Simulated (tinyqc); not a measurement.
Shallow acceptor in the spherical four-band model: one step. Units and couplings.

Units Ry* = Ry/(g1 eps^2) and a* = a0 eps g1; mu = (6 g3 + 4 g2)/(5 g1) is the spherical heavy-light coupling and delta = (g3 - g2)/g1 the cubic term, which is left out.

Constants: Ry = 13.60569312 eV; a0 (Bohr radius) = 0.5291772105 angstrom.

Inputs chosen for the exercise (near those of a shallow acceptor in Si, where the small spin-orbit splitting and strong warping make this model rough; shifted at random, so the results belong to these values and not to a real crystal):
- g1 = 4.3 (Luttinger gamma1)
- g2 = 0.34 (gamma2)
- g3 = 1.46 (gamma3)
- eps = 12 (dielectric constant)

Task: Give Ry*, a*, mu, delta and the spherical masses 1/(g1 (1 -/+ mu)).

Give: Ry*; a*; mu; delta; heavy and light mass.

Result:

Ry* = 21.973 meV
a* = 27.31 angstrom
mu = 0.4707
delta = 0.2605

heavy and light mass (m0): 0.4394  0.1581

A hydrogen model with the heavy mass would bind by Ry*/(1 - mu) = 41.5 meV and with the light mass by 14.9 meV. delta/mu = 0.55: the cubic term is not small, so the spherical result is a first estimate.

(tinyqc, `OMP_NUM_THREADS=1 python tinyqc.py 1251568 1251569 out.jsonl`, Intel(R) Xeon(R) Processor @ 2.30GHz, 1 thread, shared host, about 0.08 s.)
